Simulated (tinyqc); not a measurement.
Inside a calculation. Method: tight binding, honeycomb lattice. One step of it, computed by the program tinyqc.

Question. Bloch Hamiltonian at k. H_AB = -t1 (1 + exp(-i k.a1) + exp(-i k.a2)); H_AA = delta - 2 t2 sum cos(k.b + phi), H_BB = -delta - 2 t2 sum cos(k.b - phi), b = a1, a2 - a1, -a2.

Parameters chosen for this model:
```
parameter,value,unit
t1,2.320000,"eV, nearest"
t2,0.390000,"eV, second neighbours"
phi,1.570000,"rad, phase of t2 (Haldane)"
delta,0,"eV, +/- on A and B"
```

k point k (fractions of the reciprocal vectors): 0.310000  0.370000

Give: H(k) at k.

Answer.

H(k) at k (eV):
```
,A,B
A,0.444,0.122+3.848i
B,0.122-3.848i,-0.444
```
